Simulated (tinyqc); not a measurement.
Minimum-mode following (dimer method) and harmonic rate on a two-dimensional model surface. Changing the starting point (curvature and rotation are those of the first step). Computed by tinyqc, a small Python program. Command: `OMP_NUM_THREADS=1 python tinyqc.py 3006387 3006388 out.jsonl dimer sweep`. One thread of a shared host (Intel(R) Xeon(R) Processor @ 2.30GHz), about 0.07 s of CPU time with the checks.

V(x, y) = h u^2 + t x + (kappa/2)(y + c u)^2 with u = x^2/w^2 - 1; the path runs from the minimum near (-w, 0) to that near (w, 0).

Inputs (values chosen for the exercise, for a model surface):
```
quantity,value,unit
height h,0.49,eV
half width w,1.4,angstrom
transverse stiffness kappa,2.5,eV/angstrom^2
curvature c,0.34,angstrom
tilt t,-0.097,eV/angstrom
offset of the start in y,-0.14,angstrom
first angle of the dimer,20,degrees
half length delta,0.01,angstrom
step factor eta,0.13,angstrom^2/eV
```

Surface: curved double well.

Method:
- Newton steps x(new) = x - H^-1 grad V (moves limited to 0.3 angstrom) from (-w, 0), (w, 0) and (0, c) give the two minima and the saddle.
- R0 = start minimum + fraction x (saddle - minimum) + (0, offset); in practice such a guess comes from a displaced minimum.
- Dimer at R with unit axis N = (cos phi, sin phi) and normal T = (-sin phi, cos phi). Gradients g at R +/- delta N and at R +/- delta T give H N and H T by central differences, (g+ - g-)/(2 delta). With C_N = N.H N, C_T = T.H T and b = T.H N, rotate by theta = (1/2) atan2(-2b, C_T - C_N), the angle of least curvature C = (C_N + C_T)/2 - sqrt((C_N - C_T)^2/4 + b^2).
- Translate along F = -g + 2 (g.N) N if C < 0, else along F = (g.N) N, with the new axis: R(new) = R + eta F, the move limited to 0.2 angstrom.
- R0 = start minimum + fraction x (saddle - minimum) + (0, offset). Stop when |g| is below 1e-5 eV/angstrom, after 150 steps at most.

One run for each value:
```
start as a fraction of the way from minimum to saddle,steps,least curvature C (eV/angstrom^2),rotation theta (degrees)
0.2,94,0.5785,6.374
0.3,90,0.2479,0.549
0.4,88,-0.0707,-4.030
0.5,85,-0.3601,-7.632
0.6,82,-0.6095,-10.531
0.7,80,-0.8121,-12.941
0.8,76,-0.9639,-15.024
0.9,71,-1.0623,-16.898
```

Describe and explain the trends.

Over the rows, steps falls from 94.0 to 71.0 (exponent d ln y / d ln x -0.11 between the first rows and -0.58 between the last). Starts with a positive curvature must first climb out of the convex region around the minimum.

Extremes, crossings and ranges named in words are read from the listed rows.
